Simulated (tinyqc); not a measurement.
From results back to parameters: conductance of a narrow metal strip with scatterers (square lattice, Green functions). Three cases, with inputs chosen for the exercise.

Problem. Boundaries with reflection R, a distance dg apart, add incoherently to the scattering in a one-dimensional channel: rho/rho0 = 1 + (lam/dg) R/(1 - R). The ratio comes from a hidden R.

Case 1.

Values chosen (out of a larger set: hopping and spacing of the size met in Cu or Al; the lattice is a model; not measured data): lam = 35 nm (bulk mean free path); dg = 26 nm (distance between boundaries).

rho/rho0 = 1.35784

Case 2.

Values chosen (out of a larger set: hopping and spacing of the size met in Cu or Al; the lattice is a model; not measured data): lam = 25 nm (bulk mean free path); dg = 46 nm (distance between boundaries).

rho/rho0 = 1.46296

Case 3.

Values chosen (out of a larger set: hopping and spacing of the size met in Cu or Al; the lattice is a model; not measured data): lam = 19 nm (bulk mean free path); dg = 12 nm (distance between boundaries).

rho/rho0 = 1.64671

Find: R; effective mean free path lam rho0/rho.

Solution. y = (rho/rho0 - 1) dg/lam = R/(1 - R), so R = y/(1 + y).

Case 1.

R = 0.210
effective mean free path lam rho0/rho = 25.78 nm

Case 2.

R = 0.460
effective mean free path lam rho0/rho = 17.09 nm

Case 3.

R = 0.290
effective mean free path lam rho0/rho = 11.54 nm

Computed by tinyqc, one run a case: `OMP_NUM_THREADS=1 python tinyqc.py N N+1 out.jsonl` with N = 1452161, 1452292, 1452358; one thread of a shared Intel(R) Xeon(R) Processor @ 2.30GHz, about 0.01 s a run at most.
